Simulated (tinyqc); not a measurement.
# Metal-interlayer-semiconductor contact, depinning against tunnelling resistance: contact resistivity against the interlayer thickness

Zero bias, n-type semiconductor. Gap states at the semiconductor surface thin out as exp(-be ti), which unpins the barrier; electrons must then cross the interlayer (a rectangular barrier, no voltage drop across it) and the parabolic depleted layer, both by WKB. Energies E are counted from the Fermi level; no image force, parabolic bands.

S = 1/(1 + (1/S0 - 1) exp(-be ti)); phiB = S (phiM - chi) + (1 - S)(Eg - E0); xi = Ec - EF deep inside, from Nd = Nc F(-xi/Vt), F(x) = (2/sqrt(pi)) int_0^infinity sqrt(u) du/(1 + exp(u - x)); band bending U = phiB - xi; E00 = (hbar/2) sqrt(Nd/(eps0 eps_r mt m0)) in volts; A = 4 pi q mA m0 kB^2/h^3. With U = phiB - xi: for xi < E < phiB, y = (E - xi)/U and G1 = (U/E00) [sqrt(1 - y) - y ln((1 + sqrt(1 - y))/sqrt(y))], G1 = 0 above phiB; G2 = 2 ti sqrt(mi max(phiB + dE - E, 0)/C), C = hbar^2/(2 m0); f = 1/(1 + exp(E/Vt)); 1/rho_c = (A T^2/Vt^2) times the integral of exp(-G1 - G2) f over E from xi upwards. Shares under 0.001 % are printed as 0; rows without band bending are left out.

Parameters, values chosen for the exercise; semiconductor values close to those of gallium arsenide; interlayer mass of the order of that in zinc oxide, offset chosen freely:
- T = 300 K (temperature)
- Eg = 1.47 eV (band gap)
- eps_r = 12.8 (relative permittivity)
- chi = 3.97 eV (electron affinity)
- Nc = 4.4e17 cm^-3 (conduction-band density of states at T)
- mt = 0.0695 m0 (tunnelling mass in the semiconductor)
- mA = 0.0694 m0 (Richardson mass)
- Nd = 1.3e19 cm^-3 (donor density)
- E0 = 0.49 eV (charge-neutrality level above the valence band)
- S0 = 0.1 (pinning factor without interlayer)
- phiM = 4.48 eV (metal work function)
- dE = 0.1 eV (conduction-band offset of the interlayer above the semiconductor)
- mi = 0.29 m0 (tunnelling mass in the interlayer)
- be = 4.8 1/nm (decay constant of gap states through the interlayer)

Constants: q = 1.602176634e-19 C, kB = 1.380649e-23 J/K, eps0 = 8.8541878128e-12 F/m, hbar = 1.054571817e-34 J s, h = 6.62607015e-34 J s, m0 = 9.1093837015e-31 kg, Vt = kB T/q, hbar^2/(2 m0) = 0.0380998212 eV nm^2. Results are converted to the units shown.

The same in every row: E00/Vt = 2.75; share above phiB (%) = 0.

Contact resistivity against the interlayer thickness:

| ti (nm) | S | phiB (eV) | rho_c (ohm cm^2) | rho_c with G2 = 0 (ohm cm^2) | peak of the integrand (eV) |
|---|---|---|---|---|---|
| 0 | 0.100 | 0.933 | 1.59e-4 | 1.59e-4 | -0.00125 |
| 0.2 | 0.225 | 0.874 | 2.30e-4 | 7.74e-5 | -8.44e-4 |
| 0.4 | 0.431 | 0.777 | 1.90e-4 | 2.39e-5 | -0.00107 |
| 0.6 | 0.664 | 0.668 | 1.19e-4 | 6.49e-6 | -0.00154 |
| 0.8 | 0.838 | 0.586 | 9.83e-5 | 2.50e-6 | -0.00150 |
| 1 | 0.931 | 0.542 | 1.28e-4 | 1.51e-6 | -6.60e-4 |
| 1.2 | 0.972 | 0.523 | 2.29e-4 | 1.21e-6 | 7.04e-4 |
| 1.4 | 0.989 | 0.515 | 4.80e-4 | 1.10e-6 | 0.00232 |
| 1.6 | 0.996 | 0.512 | 0.00108 | 1.06e-6 | 0.00404 |

What does the comparison show?

As ti goes from 0 to 1.6, phiB falls from 0.933 to 0.512 eV and rho_c moves up and down between 9.83e-5 and 0.00108 ohm cm^2. At ti = 0.8 nm rho_c is 1.61 times lower than without interlayer, although thinner layers first raise it; beyond that thickness tunnelling through the layer dominates. The ratio of rho_c to its value with G2 = 0 runs from 1.00 to 1010.

Program tinyqc, `OMP_NUM_THREADS=1 python tinyqc.py 2270118 2270119 out.jsonl`; Intel Xeon 2.30GHz, shared host, one thread, about 0.03 s.
